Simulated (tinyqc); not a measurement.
Worked calculation: empirical pseudopotential in a few plane waves. One step of it, computed by the program tinyqc.

Question. Bloch Hamiltonian at G. Basis: the 15 shortest G (labels in 2 pi/a), the same at every k. H(G,G') = c |k + G|^2 delta + VS(|G-G'|^2) cos((G-G').tau) + i VA sin((G-G').tau), tau = a/8 (1,1,1); 1 Ry = 13.605693 eV.

Parameters chosen for this model: fcc lattice, atoms at +/- a/8 (1,1,1); form factors in rydberg at |G|^2 in units of (2 pi/a)^2:
```
parameter                 value      unit
a                      6.190000  angstrom
VS(3)                 -0.232000        Ry
VS(8)                  0.033000        Ry
VS(11)                 0.037000        Ry
VA(3)                  0.081000        Ry
VA(4)                  0.033000        Ry
VA(11)                 0.039000        Ry
hbar^2/2m (2 pi/a)^2   3.925558        eV
```

k point G (2 pi / a): [0, 0, 0]

Give: H(k) at G.

Answer.

H(k) at G (eV):
```
                 +0+0+0           -1-1-1           -1-1+1           -1+1-1
+0+0+0           0.0000   2.2320+0.7793i  -2.2320+0.7793i  -2.2320+0.7793i
-1-1-1   2.2320-0.7793i          11.7767   0.0000-0.4490i   0.0000-0.4490i
-1-1+1  -2.2320-0.7793i   0.0000+0.4490i          11.7767           0.4490
-1+1-1  -2.2320-0.7793i   0.0000+0.4490i           0.4490          11.7767
-1+1+1  -2.2320+0.7793i          -0.4490   0.0000+0.4490i   0.0000+0.4490i
+1-1-1  -2.2320-0.7793i   0.0000+0.4490i           0.4490           0.4490
+1-1+1  -2.2320+0.7793i          -0.4490   0.0000+0.4490i           0.0000
+1+1-1  -2.2320+0.7793i          -0.4490           0.0000   0.0000+0.4490i
+1+1+1   2.2320+0.7793i           0.0000          -0.4490          -0.4490
-2+0+0   0.0000-0.4490i  -2.2320+0.7793i  -2.2320-0.7793i  -2.2320-0.7793i
+0-2+0   0.0000-0.4490i  -2.2320+0.7793i  -2.2320-0.7793i   0.3560-0.3752i
+0+0-2   0.0000-0.4490i  -2.2320+0.7793i   0.3560-0.3752i  -2.2320-0.7793i
+0+0+2   0.0000+0.4490i  -0.3560-0.3752i   2.2320+0.7793i  -0.3560+0.3752i
+0+2+0   0.0000+0.4490i  -0.3560-0.3752i  -0.3560+0.3752i   2.2320+0.7793i
+2+0+0   0.0000+0.4490i  -0.3560-0.3752i  -0.3560+0.3752i  -0.3560+0.3752i

                 -1+1+1           +1-1-1           +1-1+1           +1+1-1
+0+0+0  -2.2320-0.7793i  -2.2320+0.7793i  -2.2320-0.7793i  -2.2320-0.7793i
-1-1-1          -0.4490   0.0000-0.4490i          -0.4490          -0.4490
-1-1+1   0.0000-0.4490i           0.4490   0.0000-0.4490i           0.0000
-1+1-1   0.0000-0.4490i           0.4490           0.0000   0.0000-0.4490i
-1+1+1          11.7767           0.0000           0.4490           0.4490
+1-1-1           0.0000          11.7767   0.0000-0.4490i   0.0000-0.4490i
+1-1+1           0.4490   0.0000+0.4490i          11.7767           0.4490
+1+1-1           0.4490   0.0000+0.4490i           0.4490          11.7767
+1+1+1   0.0000+0.4490i          -0.4490   0.0000+0.4490i   0.0000+0.4490i
-2+0+0   2.2320-0.7793i   0.3560-0.3752i  -0.3560-0.3752i  -0.3560-0.3752i
+0-2+0  -0.3560-0.3752i  -2.2320-0.7793i   2.2320-0.7793i  -0.3560-0.3752i
+0+0-2  -0.3560-0.3752i  -2.2320-0.7793i  -0.3560-0.3752i   2.2320-0.7793i
+0+0+2  -2.2320+0.7793i  -0.3560+0.3752i  -2.2320+0.7793i   0.3560+0.3752i
+0+2+0  -2.2320+0.7793i  -0.3560+0.3752i   0.3560+0.3752i  -2.2320+0.7793i
+2+0+0   0.3560+0.3752i   2.2320+0.7793i  -2.2320+0.7793i  -2.2320+0.7793i

                 +1+1+1           -2+0+0           +0-2+0           +0+0-2
+0+0+0   2.2320-0.7793i   0.0000+0.4490i   0.0000+0.4490i   0.0000+0.4490i
-1-1-1           0.0000  -2.2320-0.7793i  -2.2320-0.7793i  -2.2320-0.7793i
-1-1+1          -0.4490  -2.2320+0.7793i  -2.2320+0.7793i   0.3560+0.3752i
-1+1-1          -0.4490  -2.2320+0.7793i   0.3560+0.3752i  -2.2320+0.7793i
-1+1+1   0.0000-0.4490i   2.2320+0.7793i  -0.3560+0.3752i  -0.3560+0.3752i
+1-1-1          -0.4490   0.3560+0.3752i  -2.2320+0.7793i  -2.2320+0.7793i
+1-1+1   0.0000-0.4490i  -0.3560+0.3752i   2.2320+0.7793i  -0.3560+0.3752i
+1+1-1   0.0000-0.4490i  -0.3560+0.3752i  -0.3560+0.3752i   2.2320+0.7793i
+1+1+1          11.7767  -0.3560-0.3752i  -0.3560-0.3752i  -0.3560-0.3752i
-2+0+0  -0.3560+0.3752i          15.7022           0.4490           0.4490
+0-2+0  -0.3560+0.3752i           0.4490          15.7022           0.4490
+0+0-2  -0.3560+0.3752i           0.4490           0.4490          15.7022
+0+0+2  -2.2320-0.7793i          -0.4490          -0.4490           0.0000
+0+2+0  -2.2320-0.7793i          -0.4490           0.0000          -0.4490
+2+0+0  -2.2320-0.7793i           0.0000          -0.4490          -0.4490

                 +0+0+2           +0+2+0           +2+0+0
+0+0+0   0.0000-0.4490i   0.0000-0.4490i   0.0000-0.4490i
-1-1-1  -0.3560+0.3752i  -0.3560+0.3752i  -0.3560+0.3752i
-1-1+1   2.2320-0.7793i  -0.3560-0.3752i  -0.3560-0.3752i
-1+1-1  -0.3560-0.3752i   2.2320-0.7793i  -0.3560-0.3752i
-1+1+1  -2.2320-0.7793i  -2.2320-0.7793i   0.3560-0.3752i
+1-1-1  -0.3560-0.3752i  -0.3560-0.3752i   2.2320-0.7793i
+1-1+1  -2.2320-0.7793i   0.3560-0.3752i  -2.2320-0.7793i
+1+1-1   0.3560-0.3752i  -2.2320-0.7793i  -2.2320-0.7793i
+1+1+1  -2.2320+0.7793i  -2.2320+0.7793i  -2.2320+0.7793i
-2+0+0          -0.4490          -0.4490           0.0000
+0-2+0          -0.4490           0.0000          -0.4490
+0+0-2           0.0000          -0.4490          -0.4490
+0+0+2          15.7022           0.4490           0.4490
+0+2+0           0.4490          15.7022           0.4490
+2+0+0           0.4490           0.4490          15.7022
```
